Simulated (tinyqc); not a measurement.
## Projection against the Weibull slope

Defects are spread at random, so -ln(1 - F) is proportional to the area: t63(A2) = t63 (A1/A2)^(1/beta), and the time to the share Fp is t63(A2) (-ln(1 - Fp))^(1/beta).

Inputs (values chosen for the exercise):
```
symbol  value  unit                                  meaning
A1       1200  um^2                 area of a test capacitor
A2      8.3e5  um^2                 gate area of the product
Fp      0.001               allowed share of failed products
t63       320     s  characteristic time of a test capacitor
```

Projection against the Weibull slope:
```
beta  t63 of the product (s)  time to Fp (s)  decades lost to area  decades lost to the percentile
0.6                 0.005915        5.920e-8                 4.733                           5.000
0.9                   0.2237        1.039e-4                 3.155                           3.333
1.2                    1.376        0.004353                 2.367                           2.500
1.5                    4.092         0.04093                 1.893                           2.000
1.8                    8.461          0.1823                 1.578                           1.667
2.1                    14.22          0.5301                 1.352                           1.428
2.4                    20.98           1.180                 1.183                           1.250
2.7                    28.40           2.199                 1.052                           1.111
3                      36.18           3.619                0.9466                          0.9999
```

Read the table: what changes, and by how much?

Both losses go as 1/beta: together 9.73 decades at beta = 0.6 and 1.95 at 3. For small Fp only the ratio Fp/A2 counts, so ten times the area costs as much as a tenth of Fp.

tinyqc, about 0.01 s, one thread, Intel Xeon 2.30GHz (shared host): `OMP_NUM_THREADS=1 python tinyqc.py 2070163 2070164 out.jsonl`
